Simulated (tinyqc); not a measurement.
Starting guesses with DIIS over 6 matrices: SCF starting guesses in the 3-21g basis, for HeH+, spin multiplicity 1. Computed by the program tinyqc with PySCF. RHF with one setting changed at a time; a run stops when the energy changes by less than 1e-09 hartree and the error matrix is below 1e-5. Starts: the lowest orbitals of the core Hamiltonian, of the Wolfsberg-Helmholz matrix (K = 1.75), projected atomic densities, random orbitals, and the highest orbitals of the core Hamiltonian (a deliberately bad start).

Geometry (angstrom):
```
atom,x,y,z
He,0.0000,0.0000,0.0000
H,0.0000,0.0000,0.6700
```

lowest restricted solution found by these runs and by PySCF = -2.878610 hartree

Largest element of the error matrix X^T (FDS - SDF) X:
```
iteration,core,Wolfsberg-Helmholz,atomic densities,random,highest core orbitals
1,5.9e-01,1.9e-01,4.4e-01,1.6e+00,4.0e-01
2,3.0e-02,2.4e-02,7.7e-02,2.2e-01,6.5e-02
3,2.3e-03,1.8e-03,8.6e-03,2.7e-02,1.1e-02
4,4.5e-05,7.3e-05,6.9e-04,5.4e-04,9.7e-04
5,7.3e-06,5.0e-06,2.7e-06,2.6e-05,2.2e-05
6,3.6e-09,8.4e-09,4.7e-07,2.0e-07,1.4e-07
```

How each run ends:
```
run,iterations,E (hartree),state
core,6,-2.87861,lowest found
Wolfsberg-Helmholz,6,-2.87861,lowest found
atomic densities,6,-2.87861,lowest found
random,6,-2.87861,lowest found
highest core orbitals,6,-2.87861,lowest found
```

What does the comparison show, and why?

5 of 5 runs reach the lowest restricted solution found, in 6 to 6 iterations (fastest: core, Wolfsberg-Helmholz, atomic densities, random, highest core orbitals). The first errors are 6e-01, 2e-01, 4e-01, 2e+00, 4e-01.
